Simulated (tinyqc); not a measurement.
Low-temperature mobility of a two-dimensional electron gas with static screening: one step, computed by the program tinyqc.

One subband is filled, the gas is degenerate and scatters at the Fermi circle; one permittivity serves on both sides of the interface. All formulas are in SI units, masses times m_0. Piezoelectric and polar phonons are left out, and n_s is taken as set by a gate, independent of N_i.

Task: Fermi circle, screening and layer thickness. k_F = sqrt(2 pi n_s/g_v); E_F = hbar^2 k_F^2/(2 m); q_TF = g_v m e^2/(2 pi eps eps_0 hbar^2); Fang-Howard parameter b = [12 m_z e^2 (N_d + 11 n_s/32)/(eps eps_0 hbar^2)]^(1/3), mean depth 3/b; effective field F = e (N_d + n_s/2)/(eps eps_0).

Inputs (values chosen for the exercise, modelled on an InAs channel):
```
quantity                     value    unit
in-plane mass m             0.0301     m_0
mass across the layer m_z   0.0307     m_0
permittivity eps              14.9       -
valley degeneracy g_v            1       -
sheet density n_s          1.4e+12  1/cm^2
depletion charge N_d       7.5e+10  1/cm^2
```

Wave function: Fang-Howard. Roughness spectrum: Gaussian.

Constants: m_0 = 9.1093837015e-31 kg; e = 1.602176634e-19 C; eps_0 = 8.8541878128e-12 F/m; hbar = 1.054571817e-34 J s.

Give: k_F; E_F; q_TF; b; mean depth; effective field F.

Result:

k_F = 0.2966 1/nm

E_F = 111.3 meV

q_TF = 0.07635 1/nm

b = 0.3196 1/nm

mean depth = 9.385 nm

effective field F = 0.09412 MV/cm

q_TF/(2 k_F) = 0.13: screening is weak for back-scattering. Caution: E_F exceeds 100 meV in a band of small mass, where non-parabolicity and upper valleys, left out here, matter. Caution: E_F exceeds 1.1 (hbar^2 e^2 F^2/2 m_z)^(1/3), of the order of the first subband spacing (1.75 times that in a triangular well, less with self-consistent band bending), so a second subband may fill.
